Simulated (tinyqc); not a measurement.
# Energy and delay of logic against supply voltage: energy and delay against supply voltage

One expression serves below and above threshold: I(Vg) = Ik [ln(1 + exp((Vg - VT + dd V)/(al nf Vt)))]^al, with I_on = I(V) and I_off = I(0). Gate delay td = kd C V/I_on, clock period LD td. Per gate and cycle the switching energy is act C V^2 and the leakage energy I_off V LD td. No short-circuit current, no variation. Minima are sought above 0.09 V; below a few Vt gates no longer switch and the model has no meaning.

EDP = energy times td.

Values chosen for this exercise; values of the order met in logic technologies:

| symbol | value | unit | meaning |
|---|---|---|---|
| T | 300 | K | temperature |
| VT | 0.37 | V | threshold voltage at zero drain bias |
| nf | 1.11 |  | slope factor |
| dd | 0.06 |  | barrier lowering per volt of supply |
| Ik | 0.42 | uA | specific current of a gate |
| al | 1.59 |  | exponent of the current law |
| C | 1.7 | fF | load capacitance of a gate |
| kd | 0.7 |  | delay factor |
| LD | 16 |  | logic depth |
| act | 0.01 |  | activity factor |

Constants: q = 1.602176634e-19 C, kB = 1.380649e-23 J/K, Vt = kB T/q. Results are converted to the units shown.

Result of one run:

| I_on (uA) | I_off (nA) | td (ps) | switching (aJ) | leakage (aJ) | energy (aJ) | EDP (fJ ps) |
|---|---|---|---|---|---|---|
| 0.020105 | 0.0018558 | 15981 | 1.2393 | 0.12812 | 1.3674 | 21.853 |

Which supply voltage V gave this result: 0.27, 0.5, 0.85, 1.08 or 1.2 V?

V = 0.27 V.

The whole series:

| V (V) | I_on (uA) | I_off (nA) | td (ps) | switching (aJ) | leakage (aJ) | energy (aJ) | EDP (fJ ps) |
|---|---|---|---|---|---|---|---|
| 0.15 | 2.6700e-4 | 0.0014440 | 6.6855e5 | 0.38250 | 2.3170 | 2.6995 | 1804.8 |
| 0.27 | 0.020105 | 0.0018558 | 15981 | 1.2393 | 0.12812 | 1.3674 | 21.853 |
| 0.38 | 0.49996 | 0.0023356 | 904.46 | 2.4548 | 0.012844 | 2.4676 | 2.2319 |
| 0.5 | 3.1293 | 0.0030014 | 190.14 | 4.2500 | 0.0045655 | 4.2546 | 0.80896 |
| 0.62 | 7.8309 | 0.0038571 | 94.216 | 6.5348 | 0.0036050 | 6.5384 | 0.61602 |
| 0.73 | 13.456 | 0.0048542 | 64.559 | 9.0593 | 0.0036603 | 9.0630 | 0.58509 |
| 0.85 | 20.797 | 0.0062379 | 48.637 | 12.283 | 0.0041261 | 12.287 | 0.59758 |
| 0.97 | 29.261 | 0.0080159 | 39.449 | 15.995 | 0.0049076 | 16.000 | 0.63118 |
| 1.08 | 37.924 | 0.010087 | 33.889 | 19.829 | 0.0059072 | 19.835 | 0.67218 |
| 1.2 | 48.292 | 0.012962 | 29.570 | 24.480 | 0.0073591 | 24.487 | 0.72409 |

td falls from 6.69e5 to 29.6 ps; the energy goes from 2.70 through a minimum of 1.37 (at V = 0.27 V among the rows listed) to 24.5 aJ and the EDP goes from 1800 through a minimum of 0.585 (at V = 0.73 V among the rows listed) to 0.724 fJ ps. The exact minima lie at V = 0.234 V for the energy and 0.743 V for the EDP. Going from 1.2 V to the energy minimum saves a factor of 19.6 in energy and costs a factor of 1660 in delay. Below the minimum the leakage energy rises faster than the switching energy falls, because the clock period grows so steeply.

Computed by the program tinyqc: `OMP_NUM_THREADS=1 python tinyqc.py 2082188 2082189 out.jsonl`, one thread of a shared Intel Xeon 2.30GHz, about 0.01 s for the whole run.
